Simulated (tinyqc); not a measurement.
Sheet resistance and Hall data of a diffused or implanted layer: one step, computed by the program tinyqc. Command: `OMP_NUM_THREADS=1 python tinyqc.py 3021345 3021346 out.jsonl layer walk`. One thread of a shared host (Intel(R) Xeon(R) Processor @ 2.30GHz), about 0.01 s of CPU time with the checks.

Carriers are taken equal to the net active doping down to the junction (full ionisation, which deep dopants in wide-gap hosts do not reach; no spill-over, no depletion), and the Hall factor is 1.

Task: Profile. N(x) = N_0 erfc(x/l), dose N_0 l/sqrt(pi), junction x_j = l erfc^-1(N_B/N_0). Mobility mu = mu_min + (mu_max - mu_min)/(1 + (N_t/N_ref)^alpha), N_t = active doping + N_B; carriers n = active doping - N_B, all dopants active. sigma = e n mu.

Inputs (values chosen for the exercise, modelled on phosphorus in silicon):
```
quantity                                 value        unit
mu_min                                    67.2  cm^2/(V s)
mu_max                                    1380  cm^2/(V s)
N_ref                                  9.2e+16      1/cm^3
exponent alpha                            0.69           -
peak concentration N_0                   2e+20      1/cm^3
length scale l                              13          nm
background doping N_B (opposite type)  3.4e+16      1/cm^3
```

Profile: complementary error function. Activation: complete.

Constants: e = 1.602176634e-19 C.

Give: Depth, doping, carriers, mobility and conductivity at 2, 10, 20, 35, 50, 65, 80, 90 and 98 % of the layer.

Result:

Depth, doping, carriers, mobility and conductivity at 2, 10, 20, 35, 50, 65, 80, 90 and 98 % of the layer:
```
x (nm)  N (1/cm^3)  n (1/cm^3)  mu (cm^2/(V s))  sigma (S/cm)
0.69     1.880e+20   1.880e+20             74.0     2.228e+03
3.46     1.414e+20   1.414e+20             75.5     1.709e+03
6.91     9.041e+19   9.038e+19             78.4     1.135e+03
12.10    3.764e+19   3.760e+19             87.6     5.276e+02
17.28    1.202e+19   1.199e+19            111.1     2.134e+02
22.47    2.906e+18   2.872e+18            177.4     8.160e+01
27.65    5.261e+17   4.921e+17            360.4     2.841e+01
31.11    1.429e+17   1.089e+17            578.0     1.009e+01
33.87    4.580e+16   1.180e+16            755.8     1.429e+00
```

The mobility varies by a factor 10.2 across these points and the conductivity by 1560.
